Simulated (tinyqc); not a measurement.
Crystal pulling from the melt: segregation, interface stability, heat balance and point-defect regime: one step, computed by the program tinyqc. Command: `OMP_NUM_THREADS=1 python tinyqc.py 3005207 3005208 out.jsonl pull walk`. One thread of a shared host (Intel(R) Xeon(R) Processor @ 2.30GHz), about 0.01 s of CPU time with the checks.

A dilute solute; steady pulling with a flat interface unless it is found unstable.

Problem. Constitutional supercooling. Liquidus slope per concentration (van 't Hoff): |m| = k_B T_m^2 (1 - k0)/L. Solute gradient at the interface: G_C = (V/D) C_s (1 - k0)/k0. Constitutional supercooling sets in when |m| G_C > G_L. Critical C_s from the equality.

Inputs (values chosen for the exercise, modelled on germanium in silicon):
```
quantity                     value    unit
equilibrium coefficient k0    0.34       -
diffusivity in the melt D   0.0004  cm^2/s
pull rate V                    1.5  mm/min
gradient in the melt G_L        19    K/cm
latent heat per volume L      4210  J/cm^3
melting point T_m             1685       K
```

C_s = 1.229673e+18 1/cm^3

Constants: k_B = 1.380649e-23 J/K.

Give: |m|; |m| G_C; critical C_s; ratio |m| G_C/G_L.

Solution.

|m| = 6.145e-21 K cm^3

|m| G_C = 0.09168 K/cm

critical C_s = 2.548e+20 1/cm^3

ratio |m| G_C/G_L = 0.004825

The interface is stable by this test, with a margin of 210.
